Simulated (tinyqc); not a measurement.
Worked calculation: RHF in the 3-21g basis, for He, spin multiplicity 1. One step of it, computed by the program tinyqc.

Question. Iteration 3: diagonalisation and new density. Diagonalise F' = X^T F X, C = X C', fill 1 alpha and 1 beta electrons from the bottom; D = 2 C_occ C_occ^T. Each column has its largest component positive (the first on a tie).

Fock matrix F (hartree):
```
           1He 1s     1He 2s
1He 1s  -0.070517  -1.117802
1He 2s  -1.117802  -0.498899
```

X:
```
           1He 1s     1He 2s
1He 1s   1.181761  -0.390007
1He 2s  -0.390007   1.181761
```

Give: F' = X^T F X; orbital energies; coefficients C; D after iteration 3.

Answer.

F' = X^T F X (hartree):
```
         1        2
1   0.8560  -1.4687
2  -1.4687   0.3229
```

orbital energies (hartree): MO1 -0.9032, MO2 2.0821

coefficients C:
```
           MO1      MO2
1He 1s  0.4580   1.1571
1He 2s  0.6572  -1.0567
```

D after iteration 3:
```
        1He 1s  1He 2s
1He 1s  0.4195  0.6020
1He 2s  0.6020  0.8639
```
